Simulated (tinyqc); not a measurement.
Nanosheet or nanowire with hard walls, valleys of the Si type, step by step. Values are carried at full precision from step to step, so a last printed digit may differ when a step is redone from the rounded ones.

Six ellipsoidal valleys along the cube axes: inverse mass tensor w = 1/mt + (1/ml - 1/mt) a a^T with a the unit axis. Device axes: x along the channel, z = [001], y = z x x.

Constants: hbar^2/2m0 = 3.80998211 eV angstrom^2; hbar = 6.58211957e-16 eV s; e^2/h = 3.874045865e-05 S; kB = 8.617333262e-05 eV/K.

Values chosen for the exercise (near those of Si; the results hold for these values, not for the real material): ml = 0.928 m0 (longitudinal mass); mt = 0.189 m0 (transverse mass); channel = 110 (transport direction x on a (001) wafer); W = 195 angstrom (width, along y); H = 50 angstrom (height, along z = [001]); dE = 0.067 eV (EF above the lowest subband edge); T = 300 K (temperature); g_all = 6 (number of valleys).

## Valley masses for a [110] channel

Rotate w into the device axes and group equal valleys (|w_yz| counts); order by w_zz, then w_yy. 1/m_x = w_xx - w_xc w_c^-1 w_cx with c the block (y, z).

Valleys:

| group | valleys g | w_yy | w_zz | \|w_yz\| | m_x (m0) |
|---|---|---|---|---|---|
| A | 2 | 5.2910 | 1.0776 | 0.0000 | 0.1890 |
| B | 4 | 3.1843 | 5.2910 | 0.0000 | 0.5585 |

The lightest transport mass, 0.189 m0, belongs to group A.

## One-dimensional subbands

Hard walls around a W x H rectangle. The block w_c of w in (y, z) confines; the transport mass follows from 1/m_x = w_xx - w_xc w_c^-1 w_cx. The cross-section problem c (w_yy ky^2 + 2 w_yz ky kz + w_zz kz^2), c = hbar^2/2m0, is solved in products sin(n pi y/W) sin(l pi z/H), n, l = 1 to 12; if w_yz = 0 the levels are c pi^2 (w_yy n^2/W^2 + w_zz l^2/H^2). The w_yz term couples (n, l) to (n', l') by -2 c w_yz D_nn'(W) D_ll'(H) with D_nm(L) = 4 n m/(L (n^2 - m^2)) for n + m odd and 0 otherwise.

The ten lowest levels of all groups together, numbered within each group.

Subbands:

| label | valleys g | m_x (m0) | E (eV) |
|---|---|---|---|
| A1 | 2 | 0.1890 | 0.0214 |
| A2 | 2 | 0.1890 | 0.0371 |
| A3 | 2 | 0.1890 | 0.0633 |
| A4 | 2 | 0.1890 | 0.0701 |
| B1 | 4 | 0.5585 | 0.0827 |
| A5 | 2 | 0.1890 | 0.0858 |
| B2 | 4 | 0.5585 | 0.0922 |
| A6 | 2 | 0.1890 | 0.0999 |
| B3 | 4 | 0.5585 | 0.1079 |
| A7 | 2 | 0.1890 | 0.1119 |

The lowest subband is A1; the number of further ones in the list within kB T = 25.9 meV of it at 300 K is 1.

## Modes, density and velocity at zero temperature

With EF = E_lowest + dE, each subband below EF has k_F = sqrt(m_x (EF - E)/c), carries n = 2 g k_F/pi electrons per length (spin included), moves at v = 2 c k_F/(hbar m_x) and adds 2 g e^2/h to the ballistic conductance; c = hbar^2/2m0, 1 angstrom/s = 1e-8 cm/s.

Occupied subbands:

| label | k_F (1/angstrom) | n (1/nm) | v (1e7 cm/s) |
|---|---|---|---|
| A1 | 0.0577 | 0.734 | 3.53 |
| A2 | 0.0504 | 0.642 | 3.09 |
| A3 | 0.0353 | 0.450 | 2.16 |
| A4 | 0.0302 | 0.384 | 1.85 |
| B1 | 0.0289 | 0.737 | 0.60 |
| A5 | 0.0115 | 0.147 | 0.71 |

total n = 3.094 1/nm
ballistic conductance = 1084.7 microsiemens

EF lies below the last listed level, so the count is complete for these valleys (other families, and non-parabolicity above about 0.2 eV, are left out): 6 subbands with 14 valley modes. The Fermi velocity, averaged with the densities as weights, is 2.20 x 1e7 cm/s; the mean over all filled states moving one way is half of it.

## Threshold shift from confinement

Without degeneracy the line density is N1 exp((EF - Ec)/kB T) with N1 = sum 2 g sqrt(m_x kB T/(4 pi c)) exp(-E/kB T), here over n, l up to 80 where w_yz = 0 and over all levels of a 12 x 12 sine basis otherwise; the classical value is W H Nc with Nc = 2 g_all (m_dos kB T/(4 pi c))^(3/2), m_dos = (ml mt^2)^(1/3); dVt = kB T ln(W H Nc/N1).

Form N1, W H Nc and dVt.

N1 = 0.4982 1/nm
W H Nc = 2.673 1/nm
dVt = 43.4 mV

## Checks

- Lowest level of group A on a 40 x 40 difference grid against the sine basis, eV: both 0.021.

Run: tinyqc, `OMP_NUM_THREADS=1 python tinyqc.py 1252368 1252369 out.jsonl`; Intel(R) Xeon(R) Processor @ 2.30GHz, one thread, shared host; about 0.04 s of CPU time with all checks.
